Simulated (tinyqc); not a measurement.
Worked calculation: plane-wave Kohn-Sham cycle with exchange-only LDA in a layered model solid. One step of it, computed by the program tinyqc.

Question. Iteration 1: Hamiltonian at one k. H(m,m') = (k + G_m)^2/2 delta + V(G_m - G_m'), with V(-G) = V(G).

A solid whose potential varies along x alone (atomic units):
```
parameter                      value
period a                   14.400000
cross-section of the cell  20.000000
electrons per cell                 4
grid points                       16
plane waves -n..n, n               2
k points                           2
V1 in V1 cos(2 pi x/a)     -0.290000
V2 in V2 cos(4 pi x/a)     -0.200000
```

V(G_m), m = 0, 1, 2, ... (hartree): [-0.236708, -0.145000, -0.100000, 0.000000, 0.000000]

k = 0.250000 2 pi / a

Give: H.

Answer.

H (hartree), order -2, -1, +0, +1, +2:
$$\begin{pmatrix}
0.055 & -0.145 & -0.100 & 0.000 & 0.000 \\
-0.145 & -0.183 & -0.145 & -0.100 & 0.000 \\
-0.100 & -0.145 & -0.231 & -0.145 & -0.100 \\
0.000 & -0.100 & -0.145 & -0.088 & -0.145 \\
0.000 & 0.000 & -0.100 & -0.145 & 0.245
\end{pmatrix}$$
